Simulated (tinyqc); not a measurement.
Eight-band Kane k.p model: sweeps and comparisons. A value that a table varies takes the place of the one given here.

Eight-band Kane model, basis S, X, Y, Z times spin, zero of energy at the top of the unstrained valence band, c = hbar^2/2m0. Within each spin: H_SS = Eg + A c k^2, H_SX = i P kx (likewise Y, Z), H_XX = -Dso/3 + L kx^2 + M (ky^2 + kz^2), H_XY = N kx ky, and cyclic. Spin-orbit term (Dso/3) L.sigma on X, Y, Z with (L_k)_ij = -i epsilon_kij: <X+|H|Y+> = -i Dso/3, <X+|H|Z-> = Dso/3, <Y+|H|Z-> = -i Dso/3, <Z+|H|X-> = -Dso/3, <Z+|H|Y-> = i Dso/3, <X-|H|Y-> = i Dso/3, and their conjugates; + and - are the spin along z. Terms from inversion asymmetry are left out, so every level is twofold.

P = sqrt(Ep c); A = 1/me - Ep (Eg + 2 Dso/3)/(Eg (Eg + Dso)) keeps the electron mass; g1' = g1 - Ep/(3 Eg), g2' = g2 - Ep/(6 Eg), g3' = g3 - Ep/(6 Eg) remove the coupling to S that the Luttinger values already hold; L = -c (g1' + 4 g2'), M = -c (g1' - 2 g2'), N = -6 c g3'.

Constants: hbar^2/2m0 = 3.80998211 eV angstrom^2.

Parameters, chosen for this exercise (near those of InSb; not measured data):
```
symbol  value   unit        meaning
Eg      0.221   eV          gap at Gamma to the s-like level
Dso     0.823   eV          spin-orbit splitting
Ep      23      eV          Kane energy
me      0.0139  m0          electron mass at Gamma
g1      35.09               Luttinger gamma1
g2      15.46               gamma2
g3      16.53               gamma3
kmax    0.08    1/angstrom  end of the path
```

## Non-parabolicity of the conduction band

Unstrained, along [111], six points up to kmax. Parabolic: E = c k^2/me. Two-band form: E (1 + alpha E) = c k^2/me with alpha = (1 - me)^2/Eg. The column alpha(k) solves that form for alpha with the eight-band energy. Energies from the conduction edge.

Energies:
```
|k| (1/angstrom),parabolic (eV),two-band (eV),eight-band (eV),alpha(k) (1/eV),parabolic / eight-band
0.0133,0.0487,0.0412,0.0413,4.323,1.179
0.0267,0.1949,0.1256,0.1264,4.285,1.542
0.0400,0.4386,0.2219,0.2245,4.249,1.954
0.0533,0.7797,0.3224,0.3274,4.218,2.381
0.0667,1.2182,0.4247,0.4328,4.192,2.815
0.0800,1.7542,0.5279,0.5397,4.169,3.250
```

alpha = 4.400 1/eV

How do the results move?

At the last point the parabola lies a factor 3.25 above the eight-band value, and the two-band form 11.8 meV below it. Even the first point is more than 5 % off the parabola. alpha(k) goes from 4.323 to 4.169 1/eV, a spread of 3.6 % over this range; the simple rule gives 4.400, 2 % above the first value, as it knows neither Dso nor the remote terms.

## Four, six or eight bands for the holes

Unstrained, along [100]. Six bands: the X, Y, Z block alone with the full g1, g2, g3 in L, M, N. Four bands: the same with Dso sent to infinity. HH, LH and SO name the pairs from the top.

Valence levels (eV):
```
|k| (1/angstrom),HH 4,HH 6,HH 8,LH 4,LH 6,LH 8,SO 6,SO 8
0.0133,-0.0028,-0.0028,-0.0028,-0.0447,-0.0436,-0.0376,-0.8479,-0.8282
0.0267,-0.0113,-0.0113,-0.0113,-0.1788,-0.1603,-0.1127,-0.9366,-0.8440
0.0400,-0.0254,-0.0254,-0.0254,-0.4024,-0.3053,-0.1954,-1.1340,-0.8705
0.0533,-0.0452,-0.0452,-0.0452,-0.7154,-0.4263,-0.2779,-1.4923,-0.9078
0.0667,-0.0706,-0.0706,-0.0706,-1.1178,-0.5120,-0.3583,-2.0229,-0.9559
0.0800,-0.1017,-0.1017,-0.1017,-1.6096,-0.5773,-0.4360,-2.7109,-1.0146
```

What does this show?

At |k| = 0.0800 the heavy holes of the three models span 0.0 meV and the light holes 1173.6 meV. The split-off band moves the light hole by +1032.3 meV and treating the conduction band exactly moves it by +141.3 meV more; the split-off band matters more here, where the four-band light-hole energy is 1.96 times Dso and 7.28 times Eg. The four-band light hole has even passed below -Dso = -0.823 eV, where that model has no meaning.

## What each parameter does

Unstrained; levels at |k| = kmax along [111], all derived values formed anew. Each row changes one parameter from the base and keeps the others.

Results:
```
case,conduction (eV),heavy hole (eV),light hole (eV),split-off (eV)
base,0.7607,-0.0495,-0.4212,-1.0379
Eg = 0.2431 eV,0.7874,-0.0495,-0.4151,-1.1217
Dso = 0.7407 eV,0.7567,-0.0495,-0.4076,-0.9804
Ep = 20.7 eV,0.7512,-0.0495,-0.4048,-1.1114
me = 0.0153 m0,0.6777,-0.0495,-0.4635,-1.0730
g1 = 38.599,0.7232,-0.1351,-0.4849,-1.1078
g2 = 13.914,0.7607,-0.0495,-0.4212,-1.0379
g3 = 18.183,0.6998,0.0311,-0.3843,-1.0945
```

What does this show?

The largest shifts from the base row, up to three for each result and ties (the steps differ in size, so this ranks the rows, not the parameters). conduction (eV): me -0.0830, g3 -0.0609, g1 -0.0375; unchanged at the printed digits by g2. heavy hole (eV): g1 -0.0856, g3 +0.0806; unchanged at the printed digits by Eg, Dso, Ep, me and g2. light hole (eV): g1 -0.0637, me -0.0423, g3 +0.0369; unchanged at the printed digits by g2. split-off (eV): Eg -0.0838, Ep -0.0735, g1 -0.0699; unchanged at the printed digits by g2. Along [111] the heavy hole follows g1 - 2 g3 alone.

Run: tinyqc, `OMP_NUM_THREADS=1 python tinyqc.py 1050561 1050562 out.jsonl`; Intel(R) Xeon(R) Processor @ 2.30GHz, one thread, shared host; about 0.02 s of CPU time with all checks.
